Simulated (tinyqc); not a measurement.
# Energy and delay of logic against supply voltage: energy and delay against supply voltage

One expression serves below and above threshold: I(Vg) = Ik [ln(1 + exp((Vg - VT + dd V)/(al nf Vt)))]^al, with I_on = I(V) and I_off = I(0). Gate delay td = kd C V/I_on, clock period LD td. Per gate and cycle the switching energy is act C V^2 and the leakage energy I_off V LD td. No short-circuit current, no variation. Minima are sought above 0.09 V; below a few Vt gates no longer switch and the model has no meaning.

EDP = energy times td.

Values chosen for this exercise; values of the order met in logic technologies: temperature T = 358 K; threshold voltage at zero drain bias VT = 0.39 V; slope factor nf = 1.19; barrier lowering per volt of supply dd = 0.09; specific current of a gate Ik = 2 uA; exponent of the current law al = 1.7; load capacitance of a gate C = 2 fF; delay factor kd = 1.1; logic depth LD = 20; activity factor act = 0.02.

Constants: q = 1.602176634e-19 C, kB = 1.380649e-23 J/K, Vt = kB T/q. Results are converted to the units shown.

Energy and delay against supply voltage:

| V (V) | I_on (uA) | I_off (nA) | td (ps) | switching (aJ) | leakage (aJ) | energy (aJ) | EDP (fJ ps) |
|---|---|---|---|---|---|---|---|
| 0.18 | 0.009821 | 0.07552 | 4.032e4 | 1.296 | 10.96 | 12.26 | 494.3 |
| 0.29 | 0.2119 | 0.09887 | 3011 | 3.364 | 1.727 | 5.091 | 15.33 |
| 0.41 | 2.921 | 0.1326 | 308.8 | 6.724 | 0.3358 | 7.060 | 2.180 |
| 0.52 | 12.15 | 0.1736 | 94.16 | 10.82 | 0.1700 | 10.99 | 1.034 |
| 0.63 | 28.40 | 0.2272 | 48.80 | 15.88 | 0.1397 | 16.02 | 0.7815 |
| 0.75 | 52.70 | 0.3046 | 31.31 | 22.50 | 0.1431 | 22.64 | 0.7089 |
| 0.86 | 80.21 | 0.3986 | 23.59 | 29.58 | 0.1617 | 29.75 | 0.7016 |
| 0.97 | 112.3 | 0.5215 | 19.00 | 37.64 | 0.1922 | 37.83 | 0.7187 |
| 1.09 | 152.3 | 0.6990 | 15.75 | 47.52 | 0.2400 | 47.76 | 0.7522 |
| 1.2 | 193.2 | 0.9141 | 13.67 | 57.60 | 0.2998 | 57.90 | 0.7913 |

Read the table: what changes, and by how much?

td falls from 40300 to 13.7 ps; the energy goes from 12.3 through a minimum of 5.09 (at V = 0.29 V among the rows listed) to 57.9 aJ and the EDP goes from 494 through a minimum of 0.702 (at V = 0.86 V among the rows listed) to 0.791 fJ ps. The exact minima lie at V = 0.300 V for the energy and 0.827 V for the EDP. Going from 1.2 V to the energy minimum saves a factor of 11.4 in energy and costs a factor of 176 in delay. Below the minimum the leakage energy rises faster than the switching energy falls, because the clock period grows so steeply.

tinyqc, about 0.01 s, one thread, Intel Xeon 2.30GHz (shared host): `OMP_NUM_THREADS=1 python tinyqc.py 2082074 2082075 out.jsonl`
